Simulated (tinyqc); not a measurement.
Trap density from the capacitance step.

Inverse problem. A junction with shallow donors Nd and a deep trap has C_HF = eps0 eps_r/W and C_LF = eps0 eps_r (Nd + Nt)/(Nd W + Nt xt), xt = W - lam. Find W, xt and Nt.

Values chosen for this exercise: relative permittivity eps_r = 12.8; shallow donor density Nd = 9.6e15 cm^-3.

Constants: eps0 = 8.8541878128e-14 F/cm where lengths are in cm. Results are converted to the units shown.

C_HF = 32.076139 nF/cm^2
C_LF = 42.721864 nF/cm^2
lam = 224.37117 nm

Solution. C_HF gives W. With y = C_LF/C_HF, Nt/Nd = (y - 1)/(1 - y xt/W).

W = 353.3 nm
xt = 129.0 nm
Nt = 6.200e15 cm^-3

Numbers from tinyqc (`OMP_NUM_THREADS=1 python tinyqc.py 2050124 2050125 out.jsonl`; about 0.01 s on one thread of a shared Intel Xeon 2.30GHz).
